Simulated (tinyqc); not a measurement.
Worked calculation: MP2 on RHF in the 3-21g basis, for H2, spin multiplicity 1. One step of it, computed by the program tinyqc.

Problem. Second-order Moller-Plesset energy. E2 = sum_ijab (ia|jb) [2 (ia|jb) - (ib|ja)] / (e_i + e_j - e_a - e_b) over occupied i, j and virtual a, b; the opposite-spin part is (ia|jb)^2 / denominator, the rest is same-spin, and SCS-MP2 scales them by 6/5 and 1/3.

orbital energies (hartree): MO1 -0.541576, MO2 0.210261, MO3 1.023614, MO4 1.350437

Two-electron integrals over orbitals (pq|rs), unique and non-zero (hartree):
```
(11|11) 0.594957    (21|21) 0.107619    (22|11) 0.458124    (22|22) 0.418871
(31|11) 0.141367    (31|22) 0.067546    (31|31) 0.100722    (32|21) 0.004452
(32|32) 0.036438    (33|11) 0.536702    (33|22) 0.422366    (33|31) 0.127627
(33|33) 0.508074    (41|21) -0.080333   (41|32) -0.045818   (41|41) 0.113232
(42|11) -0.138339   (42|22) -0.070088   (42|31) -0.081945   (42|33) -0.121146
(42|42) 0.081022    (43|21) -0.119128   (43|32) -0.032597   (43|41) 0.127872
(43|43) 0.175331    (44|11) 0.604034    (44|22) 0.470268    (44|31) 0.181140
(44|33) 0.569528    (44|42) -0.167121   (44|44) 0.676327
```

Hartree-Fock energy = -1.10478564 hartree

Give: Terms; Pair energies; MP2 correlation energy; SCS-MP2 correlation energy; MP2 total energy.

Solution.

Terms:
```
i  j  a  b  (ia|jb)  (ib|ja)  denominator     term
1  1  2  2   0.1076   0.1076      -1.5037  -0.0077
1  1  4  4   0.1132   0.1132      -3.7840  -0.0034
1  1  3  3   0.1007   0.1007      -3.1304  -0.0032
1  1  4  2  -0.0803  -0.0803      -2.6438  -0.0024
1  1  2  4  -0.0803  -0.0803      -2.6438  -0.0024
```

Pair energies (hartree; pair i-j sums ij and ji):
```
pair  opposite spin  same spin
1-1         -0.0192          0
```

MP2 correlation energy = -0.019213 hartree

SCS-MP2 correlation energy = -0.023056 hartree

MP2 total energy = -1.123999 hartree
